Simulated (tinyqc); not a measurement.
Comparisons within one model: Shockley-Read-Hall recombination through one deep level. A value that a table varies takes the place of the one given here.

One level at Et with degeneracy 1: tn = 1/(sn vth Nt), tp = 1/(sp_ vth Nt), n1 = Nc exp((Et - Eg)/kT), p1 = Nv exp(-Et/kT), ni^2 = n1 p1. Equilibrium n0 = Nm, p0 = ni^2/Nm; n = n0 + dn, p = p0 + dn. U = (n p - ni^2)/(tp (n + n1) + tn (p + p1)), lifetime dn/U; emission rates en = sn vth n1, ep = sp_ vth p1.

Constants: kB = 8.617333262e-05 eV/K.

Inputs chosen for the exercise (gap and densities of states near those of Ge at this temperature; shifted at random, so the results belong to these values and not to a real crystal): E1 = 0.372 eV (level (+1/0) above Ev); E2 = 0.267 eV (level (0/-1) above Ev); gm = 2 (degeneracy of the middle state, the others 1); T = 350 K; Eg = 0.653 eV (gap); Nc = 1.31e+19 1/cm^3 (conduction-band density of states); Nv = 6e+18 1/cm^3 (valence-band density of states); Nd = 1.8e+16 1/cm^3 (ionised shallow donors minus acceptors); Et = 0.267 eV (recombination level above Ev); Nt = 1.8e+15 1/cm^3 (defects); sn = 3.8e-15 cm^2 (electron capture cross-section); sp_ = 1.5e-16 cm^2 (hole capture cross-section); vth = 15000000 cm/s (thermal velocity, both carriers); Nm = 3e+16 1/cm^3 (equilibrium electrons for the lifetime steps); dn = 1.7e+15 1/cm^3 (excess pairs).

## Charge state against the Fermi level (deep level with several charge states)

Energies from Ev. The defect has charge states +1, 0, -1 with weights 1, gm exp((EF - E1)/kT), exp((2 EF - E1 - E2)/kT); the shares are the weights over their sum. Boltzmann carriers: n = Nc exp((EF - Eg)/kT), p = Nv exp(-EF/kT). Neutrality: p - n + Nd + Nt <q> = 0.

Shares:

| EF (eV) | +1 | 0 | -1 | <q> |
|---|---|---|---|---|
| 0.039 | 1.000 | 0.000 | 0.000 | 1.000 |
| 0.091 | 1.000 | 0.000 | 0.000 | 1.000 |
| 0.144 | 0.999 | 0.001 | 0.000 | 0.999 |
| 0.196 | 0.994 | 0.006 | 0.000 | 0.994 |
| 0.248 | 0.960 | 0.031 | 0.008 | 0.952 |
| 0.300 | 0.686 | 0.126 | 0.188 | 0.498 |
| 0.353 | 0.089 | 0.094 | 0.817 | -0.728 |
| 0.405 | 0.003 | 0.020 | 0.977 | -0.973 |
| 0.457 | 0.000 | 0.004 | 0.996 | -0.996 |
| 0.509 | 0.000 | 0.001 | 0.999 | -0.999 |
| 0.562 | 0.000 | 0.000 | 1.000 | -1.000 |
| 0.614 | 0.000 | 0.000 | 1.000 | -1.000 |

E2 lies below E1 (negative U = -0.105 eV), so the charge goes from +1 to -1 near (E1 + E2)/2 = 0.320 eV, two electrons at once; the middle state never exceeds a share of 0.149.

## Defects against doping (deep level with several charge states)

Nt takes the listed multiples of |Nd|; the resistivity uses mobilities of 1000 (electrons) and 300 (holes) cm^2/(V s), chosen for the exercise, and e = 1.602176634e-19 C.

Neutral state:

| Nt/\|Nd\| | EF (eV) | n (1/cm^3) | p (1/cm^3) | rho (ohm cm) |
|---|---|---|---|---|
| 0.01 | 0.4539 | 1.78e+16 | 1.74e+12 | 0.350 |
| 0.10 | 0.4511 | 1.62e+16 | 1.92e+12 | 0.385 |
| 0.30 | 0.4436 | 1.26e+16 | 2.46e+12 | 0.494 |
| 0.60 | 0.4271 | 7.33e+15 | 4.24e+12 | 0.852 |
| 0.90 | 0.3945 | 2.48e+15 | 1.25e+13 | 2.51 |
| 1.10 | 0.3673 | 1.01e+15 | 3.09e+13 | 6.14 |
| 1.50 | 0.3474 | 5.20e+14 | 5.97e+13 | 11.6 |
| 3.00 | 0.3317 | 3.09e+14 | 1.01e+14 | 18.4 |
| 10.00 | 0.3230 | 2.32e+14 | 1.34e+14 | 22.9 |

EF goes from 0.454 to 0.323 eV and the resistivity from 0.35 to 22.9 ohm cm, with a largest value of 22.9. The largest move of EF, -0.033 eV, comes between Nt/|Nd| = 0.6 and 0.9; the levels lie at 0.372 and 0.267 eV. A defect can take up to one carrier of either sign, so the doping can be cancelled no earlier than Nt = |Nd|, there only if EF lies well beyond the level that takes the carriers and otherwise at larger Nt (mean charge -0.10 in the last row).

## Lifetime against injection

Recombination:

| dn (1/cm^3) | lifetime (microsecond) | U (1/(cm^3 s)) |
|---|---|---|
| 1.0e+11 | 0.2475 | 4.04e+17 |
| 1.0e+12 | 0.2475 | 4.04e+18 |
| 1.0e+13 | 0.2475 | 4.04e+19 |
| 1.0e+14 | 0.2475 | 4.04e+20 |
| 1.0e+15 | 0.2478 | 4.04e+21 |
| 1.0e+16 | 0.2498 | 4.00e+22 |
| 1.0e+17 | 0.2545 | 3.93e+23 |
| 1.0e+18 | 0.2564 | 3.90e+24 |

The lifetime rises from 0.2475 to 0.2564 microsecond; tn + tp = 0.2567. At low injection it is tp (1 + n1/n0) + tn p1/n0 with n1/Nm = 0.0012 and p1/Nm = 0.029: re-emission is negligible, so minority capture alone counts. Auger and radiative paths are left out; they cut in at the highest injections, and in a doped direct-gap crystal the radiative one counts at all injections. dn = dp neglects trapped charge, which matters where the traps hold a charge comparable with dn, at low injection and with very unequal cross sections.

## Where a level does most harm

Et takes the values listed; G = Nt en ep/(en + ep) in a depleted region; the lifetime is for dn = 1e11 1/cm^3.

Results:

| Et (eV) | lifetime (microsecond) | G (1/(cm^3 s)) |
|---|---|---|
| 0.039 | 0.782 | 1.94e+18 |
| 0.091 | 0.342 | 1.09e+19 |
| 0.144 | 0.263 | 6.30e+19 |
| 0.196 | 0.250 | 3.50e+20 |
| 0.248 | 0.248 | 1.52e+21 |
| 0.300 | 0.248 | 1.05e+21 |
| 0.353 | 0.252 | 2.00e+20 |
| 0.405 | 0.276 | 3.58e+19 |
| 0.457 | 0.409 | 6.38e+18 |
| 0.509 | 1.16 | 1.14e+18 |
| 0.562 | 5.52 | 1.96e+17 |
| 0.614 | 29.8 | 3.50e+16 |

Generation peaks where en = ep, at Eg/2 + (kT/2) ln(sp_ Nv/(sn Nc)) = 0.266 eV; the largest value listed is at 0.248 eV, and G falls by a decade for each 0.069 eV away from the peak. The lifetime is within a factor 2 of its minimum, 0.248 microsecond, from 0.091 to 0.457 eV: recombination tolerates a wide range of Et, generation a narrow one.

## What moves lifetime and leakage

G = Nt en ep/(en + ep). Each row changes one parameter from the base and keeps the others.

Results:

| case | lifetime (microsecond) | G (1/(cm^3 s)) |
|---|---|---|
| base | 0.2480 | 1.80e+21 |
| Et = 0.307 eV | 0.2486 | 8.66e+20 |
| sn = 7.6e-15 cm^2 | 0.2476 | 2.37e+21 |
| sp_ = 3e-16 cm^2 | 0.1244 | 2.42e+21 |
| Nt = 9e+14 1/cm^3 | 0.4959 | 8.98e+20 |
| Nm = 9e+16 1/cm^3 | 0.2473 | 1.80e+21 |
| dn = 5.1e+15 1/cm^3 | 0.2488 | 1.80e+21 |

The largest shifts from the base row, up to three for each result and ties (the steps differ in size, so this ranks the rows, not the parameters). lifetime (microsecond): Nt +0.248, sp_ -0.124, dn +0.000841. G (1/(cm^3 s)): Et -9.31e+20, Nt -8.98e+20, sp_ +6.26e+20; unchanged at the printed digits by Nm and dn.

(tinyqc, `OMP_NUM_THREADS=1 python tinyqc.py 1652204 1652205 out.jsonl`, Intel(R) Xeon(R) Processor @ 2.30GHz, 1 thread, shared host, about 0.01 s.)
